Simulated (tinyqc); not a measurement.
Inside a calculation. Model: read current of a NAND string, cells in series solved by shooting.

Computed by the program tinyqc: `OMP_NUM_THREADS=1 python tinyqc.py 2142198 2142199 out.jsonl`, one thread of a shared Intel Xeon 2.30GHz, about 0.9 s for the whole run. Printed values are rounded.

Cells in series, numbered from 0 at the source line (0 V) to the bit line, each followed by a gap resistance Rg. A cell with gate Vg, threshold VT, source Vs and drain Vd passes I = 2 nf K Vt^2 [F(Vs) - F(Vd)]/(1 + th max(Vg - VT, 0)), F(V) = ln^2(1 + exp((Vg - VT - nf V)/(2 nf Vt))). The selected cell has Vg = Vr, the others Vg = Vp.

Parameters, values chosen for the exercise; values of the order met in vertical NAND strings: temperature T = 300 K; gain factor of a cell K = 6.1 uA/V^2; slope factor nf = 1.3; mobility reduction factor th = 0.1 1/V; resistance of the gap between cells Rg = 14 kohm; bit-line voltage Vbl = 0.5 V; pass voltage Vp = 6.2 V; read voltage on the selected word line Vr = 2.46 V.

Constants: q = 1.602176634e-19 C, kB = 1.380649e-23 J/K, Vt = kB T/q. Results are converted to the units shown.

## Step 1: node voltages for a trial current

first trial current = 0.75 uA
thresholds from the source end, cell 0 to 5 (V): -1.1  -1.1  3.2  0.5  -1.1  3.2

For a trial current I start at 0 V and, cell by cell (the selected one is cell 3), solve for the drain: sqrt(F(Vd)) = sqrt(F(Vs) - I/k), k = 2 nf K Vt^2/(1 + th max(Vg - VT, 0)), Vd = [Vg - VT - 2 nf Vt ln(exp(sqrt F) - 1)]/nf, then add I Rg.

node voltage after each cell and gap, trial 1, cell 0 to 5 (V): 0.0397137  0.0796365  0.146020  0.242292  0.283331  0.355506

## Step 2: node voltages for a trial current

second trial current = 0.92 uA

As before.

node voltage after each cell and gap, trial 2, cell 0 to 5 (V): 0.0487367  0.0977893  0.180004  0.301865  0.352653  0.444262

## Course of the secant iteration

Secant steps on the end voltage less Vbl, from the two trials; a trial above the saturation current of a cell has no solution and is moved halfway to the previous trial. Stop below 1e-9 V.

Course of the iteration:
```
iteration   I (uA)  end voltage - Vbl (V)  halvings
1          1.02676                2.02e-3         0
2          1.02302               -2.86e-5         0
3          1.02307               -1.48e-8         0
4          1.02307               1.06e-13         0
```

Converged in 4 iterations to I = 1.0231 uA. The selected cell takes 24.8 % of the bit-line voltage and the gaps together 17.2 %.
